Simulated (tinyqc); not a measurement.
Doping and voltage from widths and field.

Question. In the depletion approximation an abrupt p-n junction has a triangular field: peak E = q Nd xn/(eps0 eps_r) = q Na xp/(eps0 eps_r), W = xn + xp, and Vbi - V = E W/2. Find Nd, Na and Vbi - V.

Inputs (values chosen for the exercise):
- eps_r = 15 (relative permittivity)

Constants: q = 1.602176634e-19 C, eps0 = 8.8541878128e-14 F/cm where lengths are in cm. Results are converted to the units shown.

W = 148.44364 nm
peak field = 160.66898 kV/cm
xn = 78.345255 nm

Solution. Gauss's law on each side gives its doping from the peak field and its width; the voltage is the area of the triangle.

Nd = 1.700e17 cm^-3
Na = 1.900e17 cm^-3
Vbi - V = 1.193 V

Computed by the program tinyqc: `OMP_NUM_THREADS=1 python tinyqc.py 2000023 2000024 out.jsonl`, one thread of a shared Intel Xeon 2.30GHz, about 0.02 s for the whole run.
